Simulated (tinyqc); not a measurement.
Bandgap voltage reference from two bipolar transistors: output against temperature.

Two transistors of area 1 and N carry the same current I. Is(T) = Is (T/T0)^eta exp[(Vg0 q/kB)(1/T0 - 1/T)], VBE1 = Vt ln(I/Is(T)) + I rb, VBE2 = Vt ln(I/(N Is(T))) + I rb/N. The amplifier forces I R1(T) = VBE1 - VBE2 + Vos, with R(T) = R (1 + tc (T - T0)) for both resistors, and the output is Vref = VBE1 + I R2(T). Base currents and the Early effect are neglected.

Vt = kB T/q; I = (Vt ln N + Vos)/(R1(T) - rb (1 - 1/N)).

Inputs (values chosen for the exercise); values of the order met in silicon bipolar transistors:
```
symbol    value   unit                                                   meaning
T0          300      K                                     reference temperature
Vg0       1.207      V                      band-gap voltage extrapolated to 0 K
eta           4                   temperature exponent of the saturation current
Is      5.2e-16      A           saturation current of the unit transistor at T0
N             8                              area ratio of the second transistor
R1          5.7   kohm  resistor across which the difference of VBE falls, at T0
tc         1600  ppm/K                 temperature coefficient of both resistors
Vos           0     mV                                   offset of the amplifier
rb            0    ohm                  series resistance of the unit transistor
R2        70.59   kohm                                     output resistor at T0
```

Constants: q = 1.602176634e-19 C, kB = 1.380649e-23 J/K. Results are converted to the units shown.

Results:

| T (K) | I (uA) | VBE1 (V) | I R2 (V) | Vref (V) | Vref - Vref(T0) (mV) | dVref/dT (uV/K) |
|---|---|---|---|---|---|---|
| 218 | 7.8883 | 0.79429 | 0.48378 | 1.2781 | 1.6662 | 32.887 |
| 233 | 8.2044 | 0.76134 | 0.51706 | 1.2784 | 2.0009 | 11.950 |
| 253 | 8.6004 | 0.71693 | 0.56145 | 1.2784 | 1.9760 | -14.111 |
| 273 | 8.9699 | 0.67202 | 0.60583 | 1.2779 | 1.4487 | -38.331 |
| 323 | 9.7938 | 0.55776 | 0.71679 | 1.2745 | -1.8533 | -92.343 |
| 348 | 10.160 | 0.49967 | 0.77227 | 1.2719 | -4.4671 | -116.48 |
| 373 | 10.500 | 0.44099 | 0.82775 | 1.2687 | -7.6644 | -139.05 |
| 398 | 10.816 | 0.38177 | 0.88322 | 1.2650 | -11.408 | -160.24 |
| 423 | 11.111 | 0.32203 | 0.93870 | 1.2607 | -15.666 | -180.22 |

Estimate the missing row, T = 298 K.

Computed row:

| T (K) | I (uA) | VBE1 (V) | I R2 (V) | Vref (V) | Vref - Vref(T0) (mV) | dVref/dT (uV/K) |
|---|---|---|---|---|---|---|
| 298 | 9.3984 | 0.61523 | 0.66131 | 1.2765 | 0.13494 | -66.392 |

With this row back in the table: VBE1 falls by 2.30 mV/K on average and I R2 rises by 2.22 mV/K. The slope of Vref vanishes at T = 242 K. Between 233 and 398 K Vref spans 13.5 mV, or 64.0 ppm/K by the box method (span over the average over T, over 165 K).

Computed by the program tinyqc: `OMP_NUM_THREADS=1 python tinyqc.py 2062201 2062202 out.jsonl`, one thread of a shared Intel Xeon 2.30GHz, about 0.03 s for the whole run.
